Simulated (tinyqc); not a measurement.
Inside a calculation. Method: Luttinger-Kohn k.p, four valence bands. One step of it, computed by the program tinyqc.

Question. Bloch Hamiltonian at k. P = c g1 k^2, Q = c g2 (kx^2 + ky^2 - 2 kz^2), R = c sqrt3 [-g2 (kx^2 - ky^2) + 2i g3 kx ky], S = 2 c sqrt3 g3 (kx - i ky) kz, c = hbar^2/2m = 3.809982 eV angstrom^2; rows [P+Q, -S, R, 0], [-S*, P-Q, 0, R], [R*, 0, P-Q, S], [0, R*, S*, P+Q]. The path ends lie at |k| = 0.04 1/angstrom.

Luttinger parameters chosen for this model; energies are counted downward from the top of the valence band:
```
parameter      value  unit
g1         16.200000
g2          1.500000
g3          3.190000
```

k point k (1/angstrom): -0.049000  -0.007000  0.005000

Give: H(k) at k.

Answer.

H(k) at k (eV), lower triangle (Hermitian):
```
                3/2            1/2           -1/2   -3/2
3/2           0.166
1/2    0.010+0.001i          0.139
-1/2  -0.023-0.014i          0.000          0.139
-3/2          0.000  -0.023-0.014i  -0.010-0.001i  0.166
```
